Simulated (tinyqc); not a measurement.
Classical nucleation, growth and JMAK kinetics of crystallisation from a melt or glass: one step, computed by the program tinyqc. Command: `OMP_NUM_THREADS=1 python tinyqc.py 3011627 3011628 out.jsonl nucl walk`. One thread of a shared host (Intel(R) Xeon(R) Processor @ 2.30GHz), about 0.01 s of CPU time with the checks.

A spherical nucleus with a sharp interface of isotropic energy gamma; lambda = Omega^(1/3) is the jump distance.

Question. Steady nucleation rate. Driving force per volume: dG = H (T_m - T)/T_m. Shape factor f = 1. W(r) = f [4 pi r^2 gamma - (4/3) pi r^3 dG]; r* = 2 gamma/dG; W* = f 16 pi gamma^3/(3 dG^2); n* = f (4/3) pi r*^3/Omega. D = D0 exp(-Q/(k_B T)); attachment rate k+ = (A*/lambda^2) D/lambda^2 with A* = 4 pi r*^2; Zeldovich factor Z = sqrt(W*/(3 pi k_B T))/n*; sites per volume N = 1/Omega; I = N Z k+ exp(-W*/(k_B T)); lag time = 1/(4 pi Z^2 k+).

Inputs (values chosen for the exercise, for a model substance): melting point T_m = 1270 K; heat of melting per volume H = 1360 J/cm^3; interface energy gamma = 0.148 J/m^2; atomic volume Omega = 14.9 angstrom^3; temperature T = 872 K; diffusion prefactor D0 = 7.8e-05 m^2/s; activation energy Q = 2.19 eV.

Nucleation: homogeneous. Driving force: Turnbull (linear).

Constants: k_B = 8.617333262e-05 eV/K; k_B = 1.380649e-23 J/K.

Give: diffusivity D; attachment rate k+; Zeldovich factor Z; sites N; nucleation rate I; lag time.

Answer.

diffusivity D = 1.7173e-17 m^2/s

attachment rate k+ = 28390 1/s

Zeldovich factor Z = 0.017238

sites N = 6.7114e+28 1/m^3

nucleation rate I = 5.3695e+20 1/(m^3 s)

lag time = 0.0094329 s
